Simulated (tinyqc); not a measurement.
# Floating body of a partially depleted SOI transistor: body voltage and kink: two studies

Source at 0 V. Channel current Ic = 2 nf K Vt^2 [F(0) - F(Vd)](1 + la Vd), F(V) = ln^2(1 + exp((Vg - VT - nf V)/(2 nf Vt))), VT = VT0 - gb Vb. Saturation voltage Vs = 2 Vt sqrt(F(0)) + 3 Vt, excess Ve = (Vd - Vs + sqrt((Vd - Vs)^2 + 0.0004 V^2))/2, multiplication M1 = Ai Ve exp(-Bl/Ve). Each junction passes D(v) = J1 (exp(v/Vt) - 1) + J2 (exp(v/(2 Vt)) - 1). Bipolar current Ib = bb J1 (exp(Vb/Vt) - 1). The body settles where M1 (Ic + Ib) = D(Vb) + D(Vb - Vd) + Vb/Rb; drain current Id = (1 + M1)(Ic + Ib) - D(Vb - Vd).

Values chosen for this exercise; values of the order met in partially depleted silicon-on-insulator transistors: temperature T = 398 K; threshold at zero body voltage VT0 = 0.43 V; fall of the threshold per volt of body voltage gb = 0.32; slope factor nf = 1.38; gain factor per width K = 230 uA/(V^2 um); channel-length modulation factor la = 0.03 1/V; impact-ionisation prefactor Ai = 1.89 1/V; impact-ionisation voltage Bl = 5.5 V; diffusion saturation current of each junction J1 = 4.7e-9 uA/um; recombination saturation current of each junction J2 = 6.5e-8 uA/um; gain of the lateral bipolar transistor on the diffusion current bb = 3; resistance of a weak body tie to the source (1e9 stands for no tie, and the term is then dropped) Rb = 1e9 kohm um; gate voltage Vg = 0.49 V; drain voltage Vd = 1.6 V.

Constants: q = 1.602176634e-19 C, kB = 1.380649e-23 J/K, Vt = kB T/q. Results are converted to the units shown.

Each table varies one quantity; the others keep the values above.

## Output curve and kink

Rows with more than one solution for Vb (latch) are left out; dId/dVd by a forward difference over 1e-4 V, swing = 1e-4 V over the change of log10 Id; M1 under 1e-12 is printed as 0.

Output curve and kink:
```
Vd (V),Vb (V),M1,"Id, floating (uA/um)","Id, grounded (uA/um)",ratio,"dId/dVd, floating (uS/um)","dId/dVd, grounded (uS/um)"
0.8,0.3588,5.806e-5,3.039,0.8584,3.540,6.007,0.02753
1,0.4617,8.225e-4,4.083,0.8650,4.720,4.578,0.04107
1.2,0.5274,0.004594,4.933,0.8762,5.631,4.100,0.07410
1.4,0.5738,0.01524,5.800,0.8960,6.473,4.779,0.1274
1.6,0.6097,0.03687,6.949,0.9282,7.487,7.045,0.1964
1.8,0.6400,0.07275,8.809,0.9753,9.032,12.27,0.2757
2,0.6685,0.1249,12.36,1.039,11.90,25.51,0.3602
2.2,0.6998,0.1938,21.08,1.119,18.83,73.59,0.4463
```

Vb rises from 0.359 to 0.700 V and the ratio of the currents rises from 3.54 to 18.8. The output conductance with a floating body exceeds the grounded value by the largest factor among the rows, 218, at Vd = 0.8 V, where Vb = 0.359 V and M1 = 5.81e-5.

## Transfer curve and swing

Same model as above.

Transfer curve and swing:
```
Vg (V),Vb (V),M1,"Id, floating (uA/um)","Id, grounded (uA/um)",ratio,"swing, floating (mV/decade)","swing, grounded (mV/decade)"
-0.02,0.3044,0.07147,5.842e-4,6.183e-5,9.448,81.56,109.6
0.08,0.4009,0.07043,0.008853,5.027e-4,17.61,88.34,110.4
0.18,0.4839,0.06713,0.1014,0.003973,25.52,103.5,112.8
0.28,0.5467,0.05971,0.7012,0.02910,24.10,141.9,119.6
0.38,0.5861,0.04901,2.661,0.1790,14.86,214.0,136.6
0.48,0.6081,0.03792,6.467,0.8140,7.945,315.0,172.9
0.58,0.6196,0.02815,12.06,2.572,4.687,432.6,235.0
0.68,0.6245,0.02016,19.26,5.961,3.230,556.6,320.7
0.78,0.6247,0.01389,27.97,11.14,2.510,681.3,422.1
```

Vb rises from 0.304 to 0.625 V. The smallest swing among the rows is 81.6 mV a decade with a floating body (at Vg = -0.02 V) and 110 with a grounded one; Vt ln 10 = 79.0. The floating swing is smaller by more than 3 % for Vg = -0.02, 0.08, 0.18 V, where the rising Vb lowers the threshold as Vg rises. In the first row the floating body raises the current by a factor of 9.45.

Range of the model: The multiplication law is an empirical form chosen for the exercise; self-heating and capacitive coupling to the body are left out, and the linear laws are rough once Vb passes about 0.7 V or M1 about 0.1.

Program tinyqc, `OMP_NUM_THREADS=1 python tinyqc.py 2182026 2182027 out.jsonl`; Intel Xeon 2.30GHz, shared host, one thread, about 0.2 s.
